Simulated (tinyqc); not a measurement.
# Electron density from the centroid

Question. In the Fang-Howard model the centroid is 3/b with b^3 = 6 (mz1/C) q (Nd + 11 Ns/32)/(eps0 eps_r), C = hbar^2/(2 m0), the field in eV/nm. Find b and Ns.

Parameters, values chosen for the exercise; masses and permittivity close to those of silicon (100): relative permittivity eps_r = 11.7; mass along z of valley set A (2 valley(s)) mz1 = 0.899 m0; sheet density of depletion charge Nd = 2.1e11 cm^-2.

Constants: q = 1.602176634e-19 C, hbar = 1.054571817e-34 J s, m0 = 9.1093837015e-31 kg, eps0 = 8.8541878128e-14 F/cm where lengths are in cm, hbar^2/(2 m0) = 0.0380998212 eV nm^2. Results are converted to the units shown.

centroid = 1.8450891 nm

Answer. b = 3/centroid gives Nd + 11 Ns/32, from which the depletion charge is taken off.

b = 1.626 1/nm
Ns = 5.100e12 cm^-2

Numbers from tinyqc (`OMP_NUM_THREADS=1 python tinyqc.py 2160095 2160096 out.jsonl`; about 1 s on one thread of a shared Intel Xeon 2.30GHz).
